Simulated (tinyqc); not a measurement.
Short-channel transistor, virtual-source model with series resistance: one step of the calculation.

The current per gate width is the charge at the top of the source barrier (the virtual source) times its velocity times a saturation function; al and be are fitting constants of the model. Units: I in uA/um, Rs in ohm um, so I Rs = 1e-6 I Rs in volts; Q in uC/cm^2, so I = 1e-4 Q vx0 Fsat with vx0 in cm/s.

Task. What the series resistance costs. Intrinsic voltages Vg' = Vgs - I Rs, Vd' = Vds - 2 I Rs. n = n0 + nd Vd', VT = VT0 - dl Vd', Ff = 1/(1 + exp((Vg' - VT + al Vt/2)/(al Vt))), Q = Cinv n Vt ln(1 + exp((Vg' - VT + al Vt Ff)/(n Vt))), Vdsat = (vx0 L/mu)(1 - Ff) + Vt Ff, Fsat = u/(1 + u^be)^(1/be) with u = Vd'/Vdsat, and I = Q vx0 Fsat per width. I0 is the current for Rs = 0. Effective velocity I/Q; transit time L Q/I.

Inputs (values chosen for the exercise):
- T = 300 K (temperature)
- Cinv = 1.36 uF/cm^2 (inversion capacitance)
- vx0 = 1.79e7 cm/s (velocity at the virtual source)
- mu = 1500 cm^2/(V s) (apparent mobility)
- L = 25 nm (channel length)
- VT0 = 0.49 V (threshold at zero drain voltage)
- dl = 0.157 V/V (drain-induced barrier lowering)
- n0 = 1.09 (subthreshold factor)
- nd = 0 1/V (growth of n with drain voltage)
- al = 3.5 (threshold shift (in units of Vt) from weak to strong inversion)
- be = 1.6 (sharpness of saturation)
- Rs = 50 ohm um (series resistance of each contact)
- Vgs = 0.35 V (gate voltage)
- Vds = 0.05 V (drain voltage)

Constants: q = 1.602176634e-19 C, kB = 1.380649e-23 J/K, Vt = kB T/q. Results are converted to the units shown.

converged I = 4.9848137 uA/um
I0 = 5.0429688 uA/um

Wanted: loss against I0; effective velocity; transit time.

Result.

loss against I0 = 1.1532 %
effective velocity = 1.4649e7 cm/s
transit time = 0.17066 ps

The carriers leave the virtual source at 81.8 % of vx0.

Computed by the program tinyqc: `OMP_NUM_THREADS=1 python tinyqc.py 2380044 2380045 out.jsonl`, one thread of a shared Intel Xeon 2.30GHz, about 0.01 s for the whole run.
